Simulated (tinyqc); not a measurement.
# Metal gate on a two-layer dielectric stack with fixed charge and a dipole: flat band against the thickness t1

Gate, layer 2, layer 1, p-type semiconductor; x runs from the gate inwards. Charges are counted in units of +q. psi is the band bending at the surface, positive towards inversion. Classical charge, Boltzmann statistics, no interface traps.

EOT = 3.9 (t1/e1 + t2/e2), Cox = eps0/(t1/e1 + t2/e2); phi_ms = pM - (chi + Eg - Vt ln(Nv/Na)). Vfb = phi_ms + Vd - (q/eps0) [Q1 (t1/e1 + t2/e2) + Q2 t2/e2 + r1 (t1^2/(2 e1) + t1 t2/e2) + r2 t2^2/(2 e2)]: each charge counts with its electrical distance from the gate. ni = sqrt(Nc Nv) exp(-Eg/(2 Vt)), Eg in volts, pB = Vt ln(Na/ni), Vth = Vfb + 2 pB + sqrt(4 q eps0 eps_r Na pB)/Cox.

Parameters, values chosen for the exercise; band and dielectric values close to those of silicon, layer 1 close to silicon dioxide, layer 2 close to zirconium oxide:

| symbol | value | unit | meaning |
|---|---|---|---|
| T | 250 | K | temperature |
| Eg | 1.12 | eV | band gap |
| eps_r | 11.8 |  | relative permittivity |
| Nc | 2.09e19 | cm^-3 | conduction-band density of states at T |
| Nv | 1.98e19 | cm^-3 | valence-band density of states at T |
| chi | 4.08 | eV | electron affinity |
| Na | 8.1e16 | cm^-3 | acceptor density |
| pM | 4.9 | eV | work function of the gate metal |
| e1 | 3.91 |  | relative permittivity of layer 1 |
| t2 | 3.5 | nm | thickness of layer 2, next to the gate |
| e2 | 25 |  | relative permittivity of layer 2 |
| Q1 | 3.9e11 | cm^-2 | fixed charge at the semiconductor interface |
| Q2 | -4.1e11 | cm^-2 | fixed charge between the layers |
| r1 | 0 | cm^-3 | uniform charge density in layer 1 |
| r2 | 0 | cm^-3 | uniform charge density in layer 2 |
| Vd | -0.05 | V | flat-band shift by a dipole layer between the layers |

Constants: q = 1.602176634e-19 C, kB = 1.380649e-23 J/K, Vt = kB T/q, eps0 = 8.8541878128e-14 F/cm where lengths are in cm. Results are converted to the units shown.

Flat band against the thickness t1:

| t1 (nm) | EOT (nm) | Vfb (V) | Vth (V) |
|---|---|---|---|
| 0.5 | 1.045 | -0.2401 | 0.6886 |
| 1 | 1.543 | -0.2491 | 0.7019 |
| 1.5 | 2.042 | -0.2581 | 0.7153 |
| 2 | 2.541 | -0.2671 | 0.7286 |
| 2.5 | 3.040 | -0.2761 | 0.7419 |
| 3 | 3.538 | -0.2852 | 0.7552 |
| 3.5 | 4.037 | -0.2942 | 0.7685 |
| 4 | 4.536 | -0.3032 | 0.7818 |

Vfb falls from -0.240 to -0.303 V and Vth rises from 0.689 to 0.782 V. The slope dVfb/dEOT is -18.1 mV/nm between the first two rows and -18.1 between the last two: a straight line, set by the charge below the growing layer, which reads as 3.90e11 cm^-2. A line through the end rows meets EOT = 0 at -0.221 V, against phi_ms + Vd = -0.232 V; an effective work function read from it is off by -39.6 mV from pM.

Numbers from tinyqc (`OMP_NUM_THREADS=1 python tinyqc.py 2010146 2010147 out.jsonl`; about 0.01 s on one thread of a shared Intel Xeon 2.30GHz).
